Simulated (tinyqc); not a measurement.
Implant damage, amorphisation by cascade overlap, and solid-phase epitaxial regrowth: one step, computed by the program tinyqc.

Range and width of the damage are inputs. Dynamic annealing enters only through the surviving share f.

Question. The amorphous layer. Displaced share x(z) = f nu Q exp(-(z - R_d)^2/(2 s_d^2))/(sqrt(2 pi) s_d N); the layer is amorphous where x > x_c, between R_d -/+ s_d sqrt(2 ln(x_max/x_c)), the upper edge being cut at the surface. Threshold dose Q_c = Q x_c/x_max.

Inputs (values chosen for the exercise, modelled on indium ions in silicon): atomic density N = 49.9 1/nm^3; depth of the damage peak R_d = 16 nm; width of the damage profile s_d = 11 nm; share of defects that survive f = 0.98; critical displaced share x_c = 0.15; dose Q = 3.4e+14 1/cm^2.

displacements per ion nu = 768.6963

Give: peak displaced share x_max; threshold dose Q_c; upper edge; lower edge.

Answer.

peak displaced share x_max = 1.8616

threshold dose Q_c = 2.7396e+13 1/cm^2

upper edge = 0 nm

lower edge = 40.688 nm

The layer reaches the surface. Caution: x above 1 counts atoms displaced more than once.
